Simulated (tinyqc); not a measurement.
# Joule-heated wire on a substrate, fin equation, step by step

Program tinyqc, `OMP_NUM_THREADS=1 python tinyqc.py 2520104 2520105 out.jsonl`; Intel Xeon 2.30GHz, shared host, one thread, about 0.01 s. Printed values are rounded.

A wire of length L loses heat along itself to two contacts and sideways to the substrate: kap A theta'' - g theta + p = 0 with theta = T - T0 and p = p0. Each end passes the heat flow theta/Rc to its contact. Constant conductivity, diffusive heat flow.

Values chosen for this exercise: temperature of substrate and contacts T0 = 300 K; conductivity along the wire kap = 31 W/(m K); cross-section A = 400 nm^2; conductance per length to the substrate g = 0.26 W/(m K); length between the contacts L = 490 nm; thermal resistance of each contact Rc = 7.6 K/uW; heating per length p0 = 0.035 uW/nm.

## Healing length

LH = sqrt(kap A/g); far from the contacts uniform heating p0 would give theta = p0/g.

LH = 218.386 nm
L/LH = 2.24374
p0/g = 134.615 K

## The tridiagonal system

Nodes x_i = i h, h = L/10; box widths w_i = h (h/2 at the ends); c = kap A/h; equation of node i: -c theta_(i-1) + d_i theta_i - c theta_(i+1) = b_i with d_i = 2 c + g w_i, b_i = p(x_i) w_i; at the end nodes d = c + g h/2 + 1/Rc and the missing neighbour is dropped.

c = 0.253061 uW/K

| node | d (uW/K) | b (uW) |
|---|---|---|
| 0 | 0.391010 | 0.8575 |
| 1 | 0.518862 | 1.715 |
| 2 | 0.518862 | 1.715 |
| 3 | 0.518862 | 1.715 |
| 4 | 0.518862 | 1.715 |
| 5 | 0.518862 | 1.715 |
| 6 | 0.518862 | 1.715 |
| 7 | 0.518862 | 1.715 |
| 8 | 0.518862 | 1.715 |
| 9 | 0.518862 | 1.715 |
| 10 | 0.391010 | 0.8575 |

## Temperature rise

Solve -c theta_(i-1) + d_i theta_i - c theta_(i+1) = b_i for nodes 0 to 10.

| node | theta (K) |
|---|---|
| 0 | 34.9450 |
| 1 | 50.6057 |
| 2 | 62.0371 |
| 3 | 69.8146 |
| 4 | 74.3298 |
| 5 | 75.8101 |
| 6 | 74.3298 |
| 7 | 69.8146 |
| 8 | 62.0371 |
| 9 | 50.6057 |
| 10 | 34.9450 |

The hottest node is 5, at 75.81 K above T0; a mesh of 800 steps gives a peak of 75.84 K, so the coarse value is 0.041 % below it. On the fine mesh 46.6 % of the heat leaves through the substrate and the rest through the contacts.

## Closed form at the middle

theta(L/2) = (p0/g)[1 - 1/(cosh(L/(2 LH)) + Rc g LH sinh(L/(2 LH)))], LH = sqrt(kap A/g).

theta(L/2) = 75.8413 K
